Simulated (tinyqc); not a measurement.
Thermal displacements in the Debye model: Debye-Waller factors, bond-length spread and the Lindemann rule: one step, computed by the program tinyqc.

A Debye spectrum with three branches of one velocity, cut at k_B Theta; 8 atoms per cube, nearest neighbours at d = 0.433013 a.

Task: Mean-square displacement. <u_x^2> = (3 hbar^2/(2 M k_B Theta)) int_0^1 s coth(s Theta/(2T)) ds (64 Gauss-Legendre points); it tends to 3 hbar^2/(4 M k_B Theta) at T = 0 and to 3 hbar^2 T/(M k_B Theta^2) at high T. B = 8 pi^2 <u_x^2>.

Inputs (values chosen for the exercise, modelled on silicon): atomic mass M = 28.09 u; Debye temperature Theta = 527 K; temperature T = 295 K.

Structure: diamond.

Constants: hbar^2/u = 4.18015928e-03 eV angstrom^2; k_B = 8.617333262e-05 eV/K.

Give: <u_x^2>; zero-point value; classical value; B factor.

Result:

<u_x^2> = 0.005976 angstrom^2

zero-point value = 0.002458 angstrom^2

classical value = 0.005503 angstrom^2

B factor = 0.4718 angstrom^2

The zero-point value is 41.1 % and the classical value 92.1 % of the full result; the two are limits, not parts that add.
